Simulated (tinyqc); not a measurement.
Adding atomic layers: valley splitting of a silicon quantum well in envelope theory.

The well lies at 0 < z < L; U(z) = V0 [1/(1 + exp(z/w)) + 1/(1 + exp((L - z)/w))] - e F z, 1 mV/nm = 1e-4 eV/angstrom. The envelope psi solves -(c/ml) psi'' + U psi = E psi, c = hbar^2/2m0, by three-point differences on a grid of 0.1 angstrom from -40 to L + 40 angstrom. The two valleys at +/- k0 couple through D = C0 times the integral of exp(-i q z) U(z) psi^2, q = 2 k0 (2 pi/a), and split by Ev = 2|D|.

Constants: hbar^2/2m0 = 3.80998211 eV angstrom^2.

Parameters, chosen for this exercise (near those of a strained Si well in SiGe; shifted at random, so the results belong to these values and not to a real crystal):

| symbol | value | unit | meaning |
|---|---|---|---|
| V0 | 0.18 | eV | conduction offset |
| ml | 0.928 | m0 | mass along z |
| F | 11.7 | mV/nm | field pressing towards the upper interface |
| k0 | 0.847 | 2 pi/a | valley position |
| a | 5.431 | angstrom | lattice constant |
| C0 | 0.264 |  | Bloch overlap factor |
| Ls | (50, 51.4, 52.7, 54.1, 55.4, 56.8, 58.1, 59.5) | angstrom | widths in steps of one atomic layer, a/4, rounded to the grid |
| F2 | 0 | mV/nm | second field, zero or weak |
| w1 | 0.4 | angstrom | interface width for this table |

The smooth splitting Ev = 2|D| with w = w1, at the field F2 and at F.

Results:

| L (angstrom) | q L mod 2 pi | Ev at F2 (micro-eV) | Ev at F (micro-eV) |
|---|---|---|---|
| 50.0 | 3.74 | 84.9 | 148 |
| 51.4 | 0.20 | 31.6 | 136 |
| 52.7 | 2.75 | 58.1 | 139 |
| 54.1 | 5.49 | 55.5 | 139 |
| 55.4 | 1.76 | 24.5 | 135 |
| 56.8 | 4.50 | 61.7 | 139 |
| 58.1 | 0.77 | 7.21 | 134 |
| 59.5 | 3.51 | 52.8 | 137 |

At F2 the splitting swings between 7.21 and 84.9 micro-eV, a ratio of 11.8, as the two interfaces add with the phase q L, which advances on average by 2.66 rad a layer. At F the ratio is 1.10, where in the first row psi^2 at the upper interface is 19.7 times that at the lower one: one interface dominates and the interference fades.

Run: tinyqc, `OMP_NUM_THREADS=1 python tinyqc.py 1280157 1280158 out.jsonl`; Intel(R) Xeon(R) Processor @ 2.30GHz, one thread, shared host; about 0.2 s of CPU time with all checks.
